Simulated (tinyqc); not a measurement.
# Elastic trap-assisted tunnelling through a dielectric: what changes with what

Emitter at x = 0 (Fermi level 0), collector at x = t (Fermi level -V), band edge U(x) = phi - F x, F = V/t. A trap at x has the energy E = U(x) - Et. With G(u) = (4/(3 F)) sqrt(mo/C) max(u, 0)^1.5, C = hbar^2/(2 m0): S1 = G(phi - E) - G(Et), S2 = G(Et) - G(phi - V - E), T1,2 = exp(-S1,2). The steady rate through one trap is nu T1 T2 (f1 - f2)/(T1 + T2), f1 = f(E), f2 = f(E + V), f(y) = 1/(1 + exp(y/Vt)); both contacts offer states at E.

Inputs (values chosen for the exercise); dielectric values close to those of silicon dioxide:
```
symbol,value,unit,meaning
T,350,K,temperature
phi,3.08,eV,barrier above the emitter Fermi level
mo,0.52,m0,tunnelling mass
t,4,nm,thickness
Et,2.64,eV,trap depth below the band edge of the dielectric
Nt,5.5e18,cm^-3,trap density
nu,1e13,1/s,attempt frequency
V,1.82,V,voltage
```

Constants: q = 1.602176634e-19 C, kB = 1.380649e-23 J/K, hbar = 1.054571817e-34 J s, m0 = 9.1093837015e-31 kg, Vt = kB T/q, hbar^2/(2 m0) = 0.0380998212 eV nm^2. Results are converted to the units shown.

Each table varies one quantity; the others keep the values above.

## Current against voltage

J = q Nt times the integral of the rate over x. Direct S = (4/(3 F)) sqrt(mo/C) [phi^1.5 - max(phi - V, 0)^1.5].

Results:
```
V (V)	J (A/cm^2)	x of the peak over t	larger S there	direct S
0.3	2.82e-10	0.497	24.2	50.6
0.76	4.36e-7	0.491	24.4	48.5
1.21	5.30e-6	0.469	23.9	46.4
2.12	9.66e-6	0.443	23.5	41.5
2.58	1.52e-5	0.428	23.2	38.6
3.03	2.78e-5	0.412	22.7	35.1
3.49	7.74e-5	0.392	22.1	30.5
3.94	4.99e-4	0.361	21.2	27.0
4.4	0.00404	0.176	19.2	24.2
```

Estimate the missing row, V = 1.67 V.

Computed row:
```
V (V)	J (A/cm^2)	x of the peak over t	larger S there	direct S
1.67	6.99e-6	0.456	23.7	44.0
```

With this row back in the table: J rises from 2.82e-10 to 0.00404 A/cm^2, by 6.93 decades a volt between the first two rows and 1.98 between the last two. The position of the peak falls from 0.497 to 0.176 of t; only traps beyond x/t = (phi - Et)/V lie below the emitter Fermi level, with phi - Et = 0.440 eV. It jumps from 0.361 to 0.176 between V = 3.94 and 4.4 V. For V = 4.4 the field exceeds 10 MV/cm.

## Effect of the trap depth

Same model as above.

The same in every row: direct S = 43.2.

Effect of the trap depth:
```
Et (eV)	J (A/cm^2)	x of the peak over t	larger S there
1.39	7.19e-13	0.900	39.3
1.64	1.06e-10	0.762	34.3
1.89	2.15e-8	0.625	28.9
2.14	4.01e-6	0.491	23.3
2.39	2.58e-5	0.446	22.4
2.64	7.70e-6	0.452	23.7
2.89	2.23e-6	0.456	24.8
3.14	6.93e-7	0.460	25.9
3.39	2.28e-7	0.463	27.0
```

J goes from 7.19e-13 through a maximum of 2.58e-5 (at Et = 2.39 eV among the rows listed) to 2.28e-7 A/cm^2. Shallow traps near the emitter lie above its Fermi level and stay empty, while deep traps face higher barriers, so a middle depth conducts best.

Range of the model: Phonon-assisted (inelastic) capture, chains of traps and a spread of trap depths are left out.

tinyqc, about 0.04 s, one thread, Intel Xeon 2.30GHz (shared host): `OMP_NUM_THREADS=1 python tinyqc.py 2370010 2370011 out.jsonl`
